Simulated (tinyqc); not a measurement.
Decay of LO phonons and the hot-phonon bottleneck in the cooling of electrons. From one set of inputs to another, one input at a time. Computed by tinyqc, a small Python program. Command: `OMP_NUM_THREADS=1 python tinyqc.py 3014592 3014593 out.jsonl hotphonon ladder`. One thread of a shared host (Intel(R) Xeon(R) Processor @ 2.30GHz), about 0.02 s of CPU time with the checks.

n(E, T) = 1/(exp(E/(k_B T)) - 1) is the Bose occupation. Electrons have a temperature T_e; the LO modes within their reach share one occupation N; the decay products stay at the lattice temperature.

The inputs printed are set A. Set A is modelled on gallium nitride; the values taken over come from a set modelled on aluminium nitride. Inputs not listed in the table keep their values of set A, so the rows need not describe a real material.

Inputs (values chosen for the exercise, modelled on gallium nitride):
```
quantity                                             value    unit
LO energy hbar omega                                    94     meV
lifetime at T = 0, tau_0                               1.9      ps
share f of the energy in the softer product           0.25       -
lattice temperature T                                  400       K
electron mass m*                                     0.191     m_0
eps_inf                                               5.41       -
static dielectric constant eps_s                       9.3       -
electron density n                                 2.1e+18  1/cm^3
density of LO modes that the electrons reach, N_m  9.6e+18  1/cm^3
power supplied per electron P                         0.62      nW
```

Decay channel: two unequal phonons (Ridley).

Constants: k_B = 8.617333262e-05 eV/K; c = 299792458 m/s; e^2/(4 pi eps_0) = 14.39964548 eV angstrom; hbar^2/(2 m_0) = 3.80998212 eV angstrom^2; hbar = 6.582119569e-16 eV s; e = 1.602176634e-19 C.

Method:
- Decay rate 1/tau = (1/tau_0) [1 + n(f hbar omega) + n((1 - f) hbar omega)].
- Full width Gamma = 1/(2 pi c tau) in 1/cm, c in cm/s.
- Froehlich coupling alpha = (e^2/(4 pi eps_0)) (1/eps_inf - 1/eps_s) k_0/(2 hbar omega), k_0 = sqrt(m* hbar omega/(hbar^2/(2 m_0))); emission time tau_sp = hbar/(2 alpha hbar omega); bottleneck ratio r = (n/N_m) tau/tau_sp.
- Net emission per electron: [(N + 1) x - N]/tau_sp with x = exp(-hbar omega/(k_B T_e)), a simple two-level balance; steady state of the modes: n [(N + 1) x - N]/tau_sp = N_m (N - N_0)/tau; power per electron P = hbar omega [(N + 1) x - N]/tau_sp.
- With p = P tau_sp/(hbar omega): N = N_0 + r p and x = (p + N)/(N + 1); without hot phonons N = N_0. The mode temperature T_LO solves n(hbar omega, T_LO) = N.

Each row keeps all changes above it:
```
input moved                                                    from       to  electron temperature T_e (K)  mode temperature T_LO (K)  LO occupation N
set A                                                             -        -                        415.84                     415.12          0.07787
lifetime at T = 0, tau_0 (ps)                                   1.9      1.4                        411.92                     411.20          0.07579
LO energy hbar omega (meV)                                       94      107                        415.21                     414.45          0.05262
eps_inf                                                        5.41      4.6                        414.99                     414.45          0.05262
density of LO modes that the electrons reach, N_m (1/cm^3)  9.6e+18  8.4e+18                        416.99                     416.45          0.05342
electron mass m* (m_0)                                        0.191    0.323                        416.87                     416.45          0.05342
static dielectric constant eps_s                                9.3     8.34                        416.92                     416.45          0.05342
electron density n (1/cm^3)                                 2.1e+18  1.9e+19                        528.67                     528.29          0.10538
```

Electron temperature T_e goes from 416 to 529, a factor 1.27 in all. The largest single move comes from electron density n (a factor 1.27). Mode temperature T_LO goes from 415 to 528, a factor 1.27 in all. The largest single move comes from electron density n (a factor 1.27). LO occupation N goes from 0.0779 to 0.105, a factor 1.35 in all. The largest single move comes from electron density n (a factor 1.97), and LO energy hbar omega works against it (a factor 0.694). The single moves hold for this order of the switches; the total does not depend on the order.

Caution (rows eps_inf, density of LO modes that the electrons reach, N_m, electron mass m*, static dielectric constant eps_s, electron density n): alpha is above 1/2, so hbar/tau_sp exceeds hbar omega and the emission time, a weak-coupling result, is only rough.

Extremes, crossings and ranges named in words are read from the listed rows.
